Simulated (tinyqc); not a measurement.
Undoped gate-all-around wire MOSFET, analytic charge model: one step of the calculation.

An undoped round wire of radius R under an insulator shell and a surrounding gate; long channel, electrons only, n = ni exp((psi - V)/Vt) with V the quasi-Fermi potential (0 at the source, Vd at the drain), constant mobility, no quantisation. The radial Poisson equation gives n(r) = n(0)/(1 - (1 - b) r^2/R^2)^2 with b = Q0/(Q + Q0). Q is the electron charge per area of the wire surface.

Task. Constants of the wire. ni = sqrt(Nc Nv) exp(-Eg/(2 Vt)), Eg in volts; Cox = eps0 eox/(R ln(1 + tox/R)); Q0 = 4 eps0 eps_r Vt/R; V0 = dphi + Vt ln[8 eps0 eps_r Vt/(q ni R^2)].

Inputs (values chosen for the exercise); material values close to those of silicon:
```
symbol    value   unit                                             meaning
T           273      K                                         temperature
Eg         1.11     eV                                            band gap
eps_r      11.5                 relative permittivity of the semiconductor
Nc      2.39e19  cm^-3              conduction-band density of states at T
Nv      2.33e19  cm^-3                 valence-band density of states at T
eox        7.49                relative permittivity of the gate insulator
tox         5.5     nm                                 insulator thickness
R             4     nm                                         wire radius
dphi      -0.11      V  gate work function less that of the intrinsic body
```

Constants: q = 1.602176634e-19 C, kB = 1.380649e-23 J/K, Vt = kB T/q, eps0 = 8.8541878128e-14 F/cm where lengths are in cm. Results are converted to the units shown.

Give: ni; Cox; Q0; V0.

Result.

ni = 1.3402e9 cm^-3
Cox = 1.9167 uF/cm^2
Q0 = 239.54 nC/cm^2
V0 = 0.41796 V

Numbers from tinyqc (`OMP_NUM_THREADS=1 python tinyqc.py 2460158 2460159 out.jsonl`; about 0.03 s on one thread of a shared Intel Xeon 2.30GHz).
